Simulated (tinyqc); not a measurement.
Model-solid line-up of a strained alloy layer on a substrate: sweeps and comparisons. A value that a table varies takes the place of the one given here.

All values of the alloy are linear in x but the gap, Eg(x) = (1 - x) Eg_A + x Eg_B - C x (1 - x), and the valence edge, Ev(x) = (1 - x) Ev_A + x Ev_B + fv C x (1 - x); Ec = Ev + Eg. Ev is the top of the unstrained valence band on a scale common to all materials. In the layer only the Gamma valley of the conduction band is followed, also where an X or L valley would lie lower.

Coherent growth on a (001) face: e_par = (a_s - a)/a, e_perp = -2 (C12/C11) e_par; exx = eyy = e_par, ezz = e_perp, no shear.

Strained edges: Ec + ac tr(e); the valence edges are Ev plus the levels of the 6 x 6 matrix of X, Y, Z times spin with -Dso/3 + l exx + m (eyy + ezz) on the diagonal (cyclic), n exy off it, l = av + 2 b, m = av - b, n = sqrt(3) d. Spin-orbit term (Dso/3) L.sigma on X, Y, Z with (L_k)_ij = -i epsilon_kij: <X+|H|Y+> = -i Dso/3, <X+|H|Z-> = Dso/3, <Y+|H|Z-> = -i Dso/3, <Z+|H|X-> = -Dso/3, <Z+|H|Y-> = i Dso/3, <X-|H|Y-> = i Dso/3, and their conjugates; + and - are the spin along z.

dEc = Ec(substrate) - Ec(layer), dEv = Ev(layer) - Ev(substrate); positive values confine the carrier in the layer. Type I: both of one sign; type II: opposite signs; type III: the gaps do not overlap.

Coherent growth: e_par = (a_s - a)/a. (001): e_perp = -2 (C12/C11) e_par; exx = eyy = e_par, ezz = e_perp, no shear. (111): e_perp = -(2 C11 + 4 C12 - 4 C44)/(C11 + 2 C12 + 4 C44) e_par; exx = eyy = ezz = (2 e_par + e_perp)/3 and exy = eyz = ezx = (e_perp - e_par)/3. (110): e_perp = -(C11 + 3 C12 - 2 C44)/(C11 + C12 + 2 C44) e_par; exx = eyy = (e_par + e_perp)/2, ezz = e_par, exy = (e_perp - e_par)/2, eyz = ezx = 0.

Parameters, chosen for this exercise (A near GaAs, B near AlAs, substrate near Ge; not measured data): a = (5.654, 5.668) angstrom (lattice constant of A, B); Eg = (1.5, 3.068) eV (gap at Gamma to the s-like level of A, B); Dso = (0.336, 0.28) eV (spin-orbit splitting of A, B); Ev = (-0.8, -1.35) eV (top of the unstrained valence band of A, B); ac = (-7.1, -5.64) eV (conduction deformation potential of A, B); av = (1.14, 2.46) eV (valence hydrostatic potential of A, B); b = (-2.01, -2.29) eV (tetragonal shear potential of A, B); d = (-4.83, -3.43) eV (trigonal shear potential of A, B); C11 = (120.5, 123.4) GPa (of A, B); C12 = (56.9, 53.3) GPa (of A, B); C44 = (60, 54.5) GPa (of A, B); C = 0.345 eV (bowing of the gap); fv = 0 (share of the bowing taken by the valence edge); a_s = 5.663 angstrom (substrate); Eg_s = 0.735 eV (lowest gap of the substrate); Ev_s = -0.35 eV (substrate valence edge); face = 001 (growth face); x = 0.19 (fraction of B).

## Composition against offsets

Each composition is strained to the same substrate.

Results:

| x | e_par (%) | relaxed gap (eV) | strained gap (eV) | valence splitting (meV) | dEc (eV) | dEv (eV) | type |
|---|---|---|---|---|---|---|---|
| 0.02 | 0.15 | 1.525 | 1.505 | 12 | -0.317 | -0.453 | I |
| 0.05 | 0.15 | 1.562 | 1.543 | 12 | -0.339 | -0.470 | I |
| 0.08 | 0.14 | 1.600 | 1.582 | 11 | -0.361 | -0.486 | I |
| 0.11 | 0.13 | 1.639 | 1.622 | 11 | -0.383 | -0.503 | I |
| 0.14 | 0.12 | 1.678 | 1.662 | 10 | -0.407 | -0.520 | I |
| 0.17 | 0.12 | 1.718 | 1.703 | 9 | -0.431 | -0.537 | I |
| 0.20 | 0.11 | 1.758 | 1.744 | 9 | -0.455 | -0.554 | I |
| 0.23 | 0.10 | 1.800 | 1.786 | 8 | -0.481 | -0.571 | I |

How do the results move?

The layer stays under tension over this range. The strained gap runs from 1.505 to 1.786 eV, against 1.525 to 1.800 eV for the relaxed alloy: strain adds to the change. The line-up is type I throughout, with the layer as the barrier. Where the alloy is indirect its X or L edge, left out, lies lower and sets the real gap and dEc.

## The same layer on three faces

Composition and substrate are kept.

Results:

| face | e_perp (%) | tr(e) (%) | shift of Ec (meV) | shift of Ev (meV) | valence splitting (meV) | gap (eV) |
|---|---|---|---|---|---|---|
| (001) | -0.104 | 0.120 | -8.2 | 6.3 | 9.0 | 1.7304 |
| (111) | -0.055 | 0.169 | -11.5 | 6.9 | 8.9 | 1.7264 |
| (110) | -0.065 | 0.159 | -10.8 | 6.8 | 9.0 | 1.7272 |

How do the results move?

The layer yields most along the normal on (001) and least on (111), so the volume change, and with it the shift of Ec, is largest on (111). The valence splitting, set by b on (001), by d on (111) and by both on (110), is largest on (001). The gaps span 4 meV, from (111) to (001).

## What each parameter does

Strained gap, valence splitting and offsets. Each row changes one parameter from the base and keeps the others.

Results:

| case | gap (eV) | splitting (meV) | dEc (eV) | dEv (eV) |
|---|---|---|---|---|
| base | 1.7304 | 9.0 | -0.4471 | -0.5482 |
| x = 0.17 | 1.7028 | 9.4 | -0.4308 | -0.5370 |
| a_s = 5.683 angstrom | 1.6833 | 39.0 | -0.4213 | -0.5270 |
| C = 0.445 eV | 1.7150 | 9.0 | -0.4317 | -0.5482 |
| fv = 0.2 | 1.7304 | 9.0 | -0.4578 | -0.5376 |
| Ev_s = -0.3 eV | 1.7304 | 9.0 | -0.3971 | -0.5982 |
| b = (-2.311, -2.633) eV | 1.7297 | 10.4 | -0.4471 | -0.5475 |
| d = (-5.554, -3.944) eV | 1.7304 | 9.0 | -0.4471 | -0.5482 |
| Dso = (0.386, 0.322) eV | 1.7304 | 9.0 | -0.4471 | -0.5483 |

What does this show?

The largest shifts from the base row, up to three for each result and ties (the steps differ in size, so this ranks the rows, not the parameters). gap (eV): a_s -0.0470, x -0.0276, C -0.0154; unchanged at the printed digits by fv, Ev_s, d and Dso. splitting (meV): a_s +30.0, b +1.4, x +0.4; unchanged at the printed digits by C, fv, Ev_s, d and Dso. dEc (eV): Ev_s +0.0500, a_s +0.0258, x +0.0163; unchanged at the printed digits by b, d and Dso. dEv (eV): Ev_s -0.0500, a_s +0.0212, x +0.0112; unchanged at the printed digits by C and d.

(tinyqc, `OMP_NUM_THREADS=1 python tinyqc.py 1050185 1050186 out.jsonl`, Intel(R) Xeon(R) Processor @ 2.30GHz, 1 thread, shared host, about 0.02 s.)
